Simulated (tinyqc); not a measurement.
Bound state in one dimension: Numerov shooting, finite differences, DVR, step by step. Computed by tinyqc, a small Python program that keeps every step. Settings: points = 48. Command: `OMP_NUM_THREADS=1 python tinyqc.py 25574 25575 out.jsonl` (the two numbers bound the seeds that draw the settings). One thread of a shared host (Intel(R) Xeon(R) Processor @ 2.60GHz), about 0.01 s of CPU time with the checks.

## Numerov steps at E = -6.86

One particle of mass 1 in V = -7 exp(-x^2/2^2) (atomic units), psi = 0 at both ends:
```
parameter                value
left end                    -7
right end                    7
intervals                   48
h                     0.291667
state sought (nodes)         1
```

k_i = 2 m (E - V_i); (1 + h^2 k_(i+1)/12) y_(i+1) = 2 (1 - 5 h^2 k_i/12) y_i - (1 + h^2 k_(i-1)/12) y_(i-1), from y_0 = 0, y_1 = 0.001.

Points along the way:
```
i           x          V           k              y
0   -7.000000  -0.000033  -13.719933       0.000000
1   -6.708333  -0.000091  -13.719818       0.001000
2   -6.416667  -0.000237  -13.719526       0.003293
3   -6.125000  -0.000591  -13.718817       0.009843
4   -5.833333  -0.001414  -13.717171       0.029117
5   -5.541667  -0.003242  -13.713516       0.086027
16  -2.333333  -1.794630  -10.130739    9641.493541
17  -2.041667  -2.468991   -8.782019   24380.592892
18  -1.750000  -3.255302   -7.209395   57952.553866
19  -1.458333  -4.113302   -5.493396  127631.310980
20  -1.166667  -4.981008   -3.757983  256817.650920
21  -0.875000  -5.780579   -2.158841  466532.592260
```

## Bisection on the node count

With more sign changes than the state has nodes (the last point included) the energy is too high, else too low; the bracket starts as -6.86 to -0.05.

Trials:
```
trial            E  sign changes  y at the right end   next
1      -3.45500000             2            8.72e+07  lower
2      -5.15750000             1           -3.28e+11  raise
3      -4.30625000             2            1.54e+09  lower
4      -4.73187500             1           -2.47e+10  raise
5      -4.51906250             1           -2.70e+09  raise
6      -4.41265625             2            4.66e+08  lower
7      -4.46585937             1           -7.55e+08  raise
8      -4.43925781             1           -6.96e+07  raise
9      -4.42595703             2            2.15e+08  lower
10     -4.43260742             2            7.73e+07  lower
11     -4.43593262             2            5.02e+06  lower
12     -4.43759521             1           -3.20e+07  raise
13     -4.43676392             1           -1.34e+07  raise
14     -4.43634827             1           -4.17e+06  raise
...            ...           ...                 ...    ...
28     -4.43615985             2            3.00e+02  lower
29     -4.43615986             2            1.91e+01  lower
30     -4.43615987             1           -1.21e+02  raise
```

eigenvalue = -4.43615987 hartree

## The same grid by other methods

Three-point finite differences and the sine-DVR kinetic matrix of Colbert and Miller on the same points.

Lowest levels (hartree):
```
state  finite differences        DVR
0               -6.119601  -6.111683
1               -4.469205  -4.435303
2               -3.040181  -2.968397
3               -1.837936  -1.733163
```
